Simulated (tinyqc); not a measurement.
Nanowire ballistic transistor, top-of-the-barrier model: one step of the calculation.

At the top of the source barrier, states moving towards the drain are filled by the source (Fermi level 0) and states moving back by the drain (Fermi level -q Vd); nothing scatters. U is the shift of the band edge there, set by the capacitances CG, CD and CS (the total) and by the charge. Parabolic one-dimensional subbands; the source is grounded.

Task. Current, mean velocity and share of the gate voltage. N0 = gv sqrt(2 m kB T/pi)/hbar, CG = 2 pi eps0 eox/ln(1 + 2 tox/d), CS = CG/aG, n0 = n at U = 0 and Vd = 0. eta1 = -(E0 + U)/Vt, eta2 = eta1 - Vd/Vt, n = (N0/2)[F_(-1/2)(eta1) + F_(-1/2)(eta2)], F_(-1/2)(x) = (1/sqrt(pi)) int_0^infinity u^(-1/2)/(1 + exp(u - x)) du. Each F is summed over the two subbands, F(eta) + F(eta - dE/Vt), which share the mass. I = gv (2 q^2/h) Vt [ln(1 + exp eta1) - ln(1 + exp eta2)], summed over both subbands. Mean velocity I/(q n). CQ = (q/Vt) dn/d(eta1); the band edge follows the gate as -dU/dVg = aG/(1 + CQ/CS).

Parameters, values chosen for the exercise; mass and valleys close to those of gallium nitride: temperature T = 300 K; effective mass m = 0.191 m0; valley degeneracy gv = 1; relative permittivity of the gate insulator eox = 22; insulator thickness tox = 1.4 nm; wire diameter d = 3 nm; offset of a second subband (0: none) dE = 0.09 eV; gate control CG/CS aG = 0.9; band edge at the barrier top above the source Fermi level at zero bias E0 = 0.25 eV; drain voltage Vd = 0.6 V.

Constants: q = 1.602176634e-19 C, kB = 1.380649e-23 J/K, hbar = 1.054571817e-34 J s, h = 6.62607015e-34 J s, m0 = 9.1093837015e-31 kg, Vt = kB T/q, eps0 = 8.8541878128e-14 F/cm where lengths are in cm. Results are converted to the units shown.

converged U = -0.51829793 eV

Give: eta1; n; I; mean velocity; CQ; -dU/dVg.

Result.

eta1 = 10.378
n = 6.6568e6 cm^-1
I = 34.605 uA
mean velocity = 3.2446e7 cm/s
CQ = 2.5143 pF/cm
-dU/dVg = 0.80222 eV/V

The carriers from the source are degenerate (eta1 = 10.4), and the mean velocity is 2.64 times vT = sqrt(2 kB T/(pi m)) = 1.23e7 cm/s.

Program tinyqc, `OMP_NUM_THREADS=1 python tinyqc.py 2400075 2400076 out.jsonl`; Intel Xeon 2.30GHz, shared host, one thread, about 0.05 s.
